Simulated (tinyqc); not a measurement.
Worked calculation: microkinetic model of low-temperature epitaxy from hydride gases: adsorption, hydrogen desorption and rate control. Computed by tinyqc, a small Python program that keeps every step. Command: `OMP_NUM_THREADS=1 python tinyqc.py 3005281 3005282 out.jsonl hepi walk`. One thread of a shared host (Intel(R) Xeon(R) Processor @ 2.30GHz), about 0.01 s of CPU time with the checks. Intermediate numbers are printed to about 6 digits and carried at full precision; extremes and crossings named in words are read from the listed rows.

Each hydride molecule needs two free sites and leaves four hydrogen atoms, of which two leave at once as H2; theta is the hydrogen coverage, the site density is 6.78 per nm^2 and one layer is 1.358 angstrom thick.

Inputs (values chosen for the exercise, close to those used for silane, with second-order desorption as on Si(111) but the site density of Si(001)):
```
quantity                            value  unit
silane pressure p_S                   1.3    Pa
sticking prefactor of silane s0     0.034     -
adsorption barrier E_s               0.21    eV
desorption prefactor nu_d         3.9e+11   1/s
desorption energy on silicon E_d     1.98    eV
hydrogen carrier pressure p_H           0    Pa
sticking of hydrogen s_H          1.1e-08     -
temperature T                         560     C
```

Film: silicon. Order of hydrogen desorption: second.

Constants: k_B = 8.617333262e-05 eV/K; u = 1.6605390666e-27 kg; k_B = 1.380649e-23 J/K.

## Rate constants

Flux per site F = p/(sqrt(2 pi M k_B T) x 6.78e18 per m^2), M = 32.12 u (silane), 2.016 u (hydrogen); s = s0 exp(-E_s/(k_B T)); k_S = s F_S = k; k_H = s_H F_H; k_d = nu_d exp(-E_d/(k_B T)). Temperatures in kelvin are T(C) + 273.15.

k = 5.63486 1/s

k_H = 0 1/s

k_d = 0.411071 1/s

## Coverage and growth rate

With k the hydride and k_H the hydrogen adsorption rate on free pairs and k_d the desorption rate, steady state: 2 (k + k_H)(1 - theta)^2 = k_d theta^2; growth rate R = k (1 - theta)^2 layers/s; 1 layer/s = 8.148 nm/min. With c = 2 (k + k_H)/k_d the free share is 1 - theta = 1/(1 + sqrt(c)).

c = 27.4155

hydrogen coverage theta = 0.839640

growth rate R in layers = 0.144902 layers/s

growth rate G = 1.18066 nm/min

Hydrogen covers most sites: its desorption limits growth.

## Degrees of rate control

X_i = d ln R/d ln k_i at fixed other constants. With f = 1 - theta and a = 2/f + 2/theta: d ln f/d ln k_d = 1/(a f), so X_d = 2/(a f), X_k = 1 - X_d k/(k + k_H), X_H = -X_d k_H/(k + k_H); they sum to 1.

X_d (desorption) = 0.839640

X_k (hydride adsorption) = 0.160360

X_H (hydrogen adsorption) = 0

## Two regimes over temperature

Limits: desorption-limited R = k_d k/(2 (k + k_H)), adsorption-limited R = k.

Growth:
```
T (C)     theta   G (nm/min)  desorption limit (nm/min)  adsorption limit (nm/min)
400    0.990423  2.33749e-03                2.38291e-03                    25.4861
450    0.972508  2.38700e-02                2.52387e-02                    31.5830
500    0.932821  1.71416e-01                1.96995e-01                    37.9824
550    0.859159  8.84262e-01                1.19794e+00                    44.5784
600    0.746329  3.29979e+00                5.92413e+00                    51.2797
650    0.605432  9.03126e+00                2.46387e+01                    58.0103
700    0.460922  1.88043e+01                8.85121e+01                    64.7076
750    0.335172  3.15240e+01                2.80612e+02                    71.3219
800    0.237854  4.51996e+01                7.98942e+02                    77.8140
850    0.167716  5.82929e+01                2.07236e+03                    84.1536
```

The apparent activation energy of G is 1.95 eV between the first rows and 0.53 eV between the last; full hydrogen cover gives a value near the desorption energy (plus E_s where k_H far exceeds k), a bare surface one near E_s less k_B T/2 from the flux. The coverage passes one half between 650 and 700 C, the knee of the Arrhenius plot.

Checks made by the program: steady coverage against time integration of d theta/dt (relative difference below 1e-10); degree of control against a finite difference (relative difference below 1e-10).
